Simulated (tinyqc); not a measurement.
Convergence with the basis: effective-mass impurity with a central-cell term, in a basis of Slater functions. Computed by tinyqc, a small Python program. Command: `OMP_NUM_THREADS=1 python tinyqc.py 3021461 3021462 out.jsonl centralcell walk`. One thread of a shared host (Intel(R) Xeon(R) Processor @ 2.30GHz), about 0.01 s of CPU time with the checks.

The envelope obeys H = -nabla^2 - (2/r) [Z + A exp(-kappa r)] in effective units, with kappa = a*/lambda; positive A deepens the well near the core.

Inputs (values chosen for the exercise, with mass and screening modelled on AlN):
```
quantity                   value      unit
effective mass m           0.324       m_0
dielectric constant eps     8.78         -
charge Z of the core           1         -
central-cell strength A     -4.9         -
central-cell range lambda    1.1  angstrom
smallest exponent zeta_1    0.36      1/a*
ratio beta of exponents      3.1         -
```

Impurity: donor, one isotropic band.

Constants: Ry = 13.605693123 eV; a_0 = 0.529177210903 angstrom.

Method:
- Units: Ry* = Ry m/eps^2 and a* = a_0 eps/m, with m in m_0.
- kappa = a*/lambda; the hydrogenic ground state is bound by Z^2 Ry*.
- For s functions exp(-zeta r), with s = zeta_i + zeta_j: S = 2/s^3, T = zeta_i zeta_j S, V = -2 Z/s^2, W = -2 A/(s + kappa)^2; each function is normalised by dividing by sqrt(S_ii S_jj).
- Large basis: zeta_i = 0.06 x 1.6^(i-1), i = 1..22, same formulas; for p functions r exp(-zeta r): S = 24/s^5, T = zeta_i zeta_j S (centrifugal term included), V = -12 Z/s^4, W = -12 A/(s + kappa)^4; overlap eigenvalues below 1e-11 are dropped.
- Binding energies are -E Ry*; the effective quantum number is nu = Z/sqrt(-E); |psi(0)|^2 is given relative to the hydrogenic Z^3/(pi a*^3).
- zeta_i = zeta_1 beta^(i-1), i = 1..n.
- The error is the lowest level above the large-basis value.

kappa = 13.0364 1/a*

Ry* = 57.1843 meV

1s binding energy = 50.8736 meV

Error of the 1s level:
```
n  error (meV)  largest exponent (1/a*)
1       17.665               3.6000e-01
2        4.386               1.1160e+00
3        0.648               3.4596e+00
4        0.642               1.0725e+01
5        0.634               3.3247e+01
6        0.631               1.0306e+02
7        0.630               3.1950e+02
8        0.630               9.9045e+02
```

What follows from these numbers?

The error falls from 17.7 to 0.630 meV. The last function changes it by less than 5 %: it has levelled off, and what remains is set by beta and zeta_1, not by the range of exponents.

Extremes, crossings and ranges named in words are read from the listed rows.
